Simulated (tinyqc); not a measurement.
Comparisons within one model: round or elliptic silicon nanowire with anisotropic valleys (Ritz method). A value that a table varies takes the place of the one given here.

Wire along x = [110] on a (001) wafer, y = [-110], z = [001]. Valley groups (w = inverse masses): A, two valleys along z: w_y = 1/mt, w_z = 1/ml, m_x = mt; B, four valleys in the wafer plane: w_y = (1/ml + 1/mt)/2, w_z = 1/mt, m_x = (ml + mt)/2.

Hard wall on the ellipse (y/a)^2 + (z/b)^2 = 1, c = hbar^2/2m0. With u = y/a, v = z/b the operator is -c [(w_y/a^2) d2/du2 + (w_z/b^2) d2/dv2] on the unit disc. Basis (1 - u^2 - v^2) u^i v^j; S, X and Y are the disc integrals of f f', (df/du)(df'/du) and (df/dv)(df'/dv), from the integral of u^p v^q = 2 Gamma((p+1)/2) Gamma((q+1)/2)/((p + q + 2) Gamma((p+q+2)/2)) for even p, q; H = c (w_y X/a^2 + w_z Y/b^2).

Converged values use 21 functions of each parity class (e or o in u, then in v).

Constants: hbar^2/2m0 = 3.80998211 eV angstrom^2.

Inputs chosen for the exercise (near those of a Si nanowire; shifted at random, so the results belong to these values and not to a real crystal): ml = 0.932 m0 (longitudinal mass); mt = 0.194 m0 (transverse mass); a = 24 angstrom (semi-axis along y); b = 27 angstrom (semi-axis along z); asp = (0.4, 0.6, 0.8, 1, 1.3, 1.8, 2.5) (ratios a/b); area = 20.4 nm^2 (cross-section, kept fixed); hw = 1 (height over mean width).

## Size of the basis

Lowest level of each group with 1, 3, 6 and 21 even functions.

Levels (meV):
```
functions       A       B
1          119.11  142.61
3          112.40  137.41
6          112.24  137.39
21         112.24  137.39
```

One function errs by 6.1 % for A and 3.8 % for B, six by 0.0013 and 2.7e-05 meV. The error grows with the axis ratio of the stretched ellipse (2.47, 1.14); for a circle it is 6/5.783 - 1 = 3.7 %.

## Flattening the wire at fixed area

a = sqrt(area x ratio/pi), b = a/ratio, 1 nm^2 = 100 angstrom^2; lowest level of each group.

Levels (eV):
```
a/b  a (angstrom)  b (angstrom)       A       B
0.4          16.1          40.3  0.2105  0.1650
0.6          19.7          32.9  0.1498  0.1403
0.8          22.8          28.5  0.1205  0.1360
1.0          25.5          25.5  0.1039  0.1400
1.3          29.1          22.3  0.0903  0.1532
1.8          34.2          19.0  0.0813  0.1831
2.5          40.3          16.1  0.0805  0.2310
```

Each group is lowest where its stretched ellipse is a circle, at a/b = sqrt(w_y/w_z): 2.19 for A and 0.78 for B. The lowest group is B in the first row and A in the last, crossing between a/b = 0.6 and 0.8; B - A is -45 meV in the first row and +151 meV in the last.

## Shape of the cross-section

Equal area, hard walls, lowest level of -c (w_y d2/dy2 + w_z d2/dz2), c = hbar^2/2m0. Rectangle W x H with H/W = hw; ellipse with b/a = hw; trapezoid of height H, base W/0.8 and top 0.6 of the base; isosceles triangle of height H and base 2W. Ellipse, trapezoid and triangle by converged Ritz bases; 1 nm^2 = 100 angstrom^2.

Levels:
```
shape      A (eV)  B (eV)  B - A (meV)
rectangle  0.1148  0.1524         37.6
ellipse    0.1039  0.1400         36.2
trapezoid  0.1129  0.1554         42.5
triangle   0.1015  0.2017        100.2
```

W = 45.2 angstrom
H = 45.2 angstrom

For group A the order is triangle, ellipse, trapezoid, rectangle, spanning 13 %. For group B the order is ellipse, rectangle, trapezoid, triangle, spanning 44 %. The ellipse lies below the rectangle for both groups, since corners hold little of the wave function. The triangle is lowest for A, whose light mass lies across the width and gains from the wide base. The spacing B - A of the valley groups runs from 36 to 100 meV.

## What each parameter does

Lowest level of groups A and B. Each row changes one parameter from the base and keeps the others.

Results:
```
case             A (eV)  B (eV)  B - A (meV)
base             0.1122  0.1374         25.1
a = 22 angstrom  0.1300  0.1488         18.8
b = 30 angstrom  0.1086  0.1227         14.0
ml = 1.044 m0    0.1102  0.1363         26.1
mt = 0.213 m0    0.1039  0.1261         22.2
```

The largest shifts from the base row, up to three for each result and ties (the steps differ in size, so this ranks the rows, not the parameters). A (eV): a +0.0177, mt -0.0084, b -0.0036. B (eV): b -0.0147, a +0.0114, mt -0.0113. B - A (meV): b -11.1, a -6.4, mt -3.0.

Computed by tinyqc, a small Python program: `OMP_NUM_THREADS=1 python tinyqc.py 1252009 1252010 out.jsonl` (the numbers bound the seed that draws the inputs); one thread of a shared host (Intel(R) Xeon(R) Processor @ 2.30GHz), about 0.02 s for the whole set of steps.
